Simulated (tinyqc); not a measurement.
Resistance of a tapered via with liner, size effect and interface: one step of the calculation.

A round via whose diameter grows from db at the bottom as D(z) = db + 2 z/tan(ang). The fill, of diameter D - 2 tl, starts above the bottom liner (thickness fb tl) and has rho = rho0 (1 + ks lam/(D - 2 tl)); the sidewall liner conducts in parallel with it. The bottom liner and the interface are crossed over the full area pi db^2/4. Spreading in the lines above and below is left out.

Task. Slices of the via. Slices between z0 = fb tl and hv, evaluated at their midpoints: conductance per length pi/4 [(D - 2 tl)^2/rho + (D^2 - (D - 2 tl)^2)/rl], slice resistance = slice height over that. 9 slices.

Values chosen for this exercise; fill metal close to tungsten:
- db = 8.9 nm (diameter at the bottom)
- hv = 22 nm (height)
- ang = 88 degrees (sidewall angle)
- rho0 = 5.41 uohm cm (bulk resistivity of the fill)
- lam = 15.8 nm (mean free path of the fill)
- ks = 0.8 (size-effect factor)
- tl = 1.8 nm (liner on the sidewall)
- fb = 0.7 (liner at the bottom over that on the sidewall)
- rl = 360 uohm cm (resistivity of the liner)

Find: z; D; rho; slice resistance.

Result.

| slice | z (nm) | D (nm) | rho (uohm cm) | slice resistance (ohm) |
|---|---|---|---|---|
| 0 | 2.4122 | 9.0685 | 17.915 | 16.169 |
| 1 | 4.7167 | 9.2294 | 17.557 | 15.019 |
| 2 | 7.0211 | 9.3904 | 17.220 | 13.979 |
| 3 | 9.3256 | 9.5513 | 16.900 | 13.036 |
| 4 | 11.630 | 9.7123 | 16.598 | 12.179 |
| 5 | 13.934 | 9.8732 | 16.311 | 11.398 |
| 6 | 16.239 | 10.034 | 16.038 | 10.685 |
| 7 | 18.543 | 10.195 | 15.779 | 10.033 |
| 8 | 20.848 | 10.356 | 15.532 | 9.4348 |

Numbers from tinyqc (`OMP_NUM_THREADS=1 python tinyqc.py 2750060 2750061 out.jsonl`; about 0.01 s on one thread of a shared Intel Xeon 2.30GHz).
